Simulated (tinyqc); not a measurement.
## Phase-change memory cell, resistance drift and retention: effect of the activation energy of crystallisation

The amorphous state follows Ra = R0 (t/t0)^nu exp[(q Ec/kB)(1/T - 1/(300 K))], with nu taken as independent of T. An intermediate level follows the logarithmic mixing rule ln R = (1 - fa) ln Rc + fa ln Ra with constant Rc. The time to lose the data by crystallisation is tr = tx exp[(q Ex/kB)(1/T - 1/Tx)]; 1 year = 3.15576e7 s. These are empirical laws.

T10 is the temperature at which tr is ten years.

Inputs (values chosen for the exercise); values of the order found in chalcogenide phase-change cells:

| symbol | value | unit | meaning |
|---|---|---|---|
| R0 | 1.5 | Mohm | resistance of the amorphous state at t0 and 300 K |
| t0 | 0.1 | s | reference time |
| nu | 0.12 |  | drift exponent |
| Ec | 0.17 | eV | activation energy of conduction |
| Tx | 473 | K | temperature of a bake |
| tx | 80 | s | time to crystallise in that bake |
| T | 398 | K | operating temperature |
| t | 86400 | s | time of the read |
| Rc | 5.6 | kohm | resistance of the crystalline state |

Constants: q = 1.602176634e-19 C, kB = 1.380649e-23 J/K. Results are converted to the units shown.

The same in every row: Ra (Mohm) = 1.532; Ra/Rc = 273.6.

Effect of the activation energy of crystallisation:
```
Ex (eV),tr (years),T10 (K)
1.6,0.004135,341.0
1.9,0.01655,356.8
2.2,0.06626,369.1
2.5,0.2652,379.1
2.8,1.062,387.4
3.1,4.249,394.3
3.4,17.01,400.1
```

As Ex goes from 1.6 to 3.4 eV, Ra stays at 1.53 Mohm, tr rises from 0.00414 to 17.0 years and T10 rises from 341 to 400 K. With the bake point fixed, a larger Ex extrapolates more steeply to lower temperatures.

tinyqc, about 0.01 s, one thread, Intel Xeon 2.30GHz (shared host): `OMP_NUM_THREADS=1 python tinyqc.py 2880139 2880140 out.jsonl`
